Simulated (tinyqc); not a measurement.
Partial widths from the peak.

Problem. A Breit-Wigner resonance has total width G = GL + GR and peak transmission Tp = 4 GL GR/G^2. GL is known to be the larger. Find GL, GR and the lifetime hbar/G.

Constants: q = 1.602176634e-19 C, hbar = 1.054571817e-34 J s. Results are converted to the units shown.

G = 0.61236096 meV
Tp = 0.94528629

Answer. GL and GR have the sum G and the product Tp G^2/4, so they are (G/2)(1 +/- sqrt(1 - Tp)).

GL = 0.3778 meV
GR = 0.2346 meV
lifetime = 1075 fs

Numbers from tinyqc (`OMP_NUM_THREADS=1 python tinyqc.py 2600117 2600118 out.jsonl`; about 0.2 s on one thread of a shared Intel Xeon 2.30GHz).
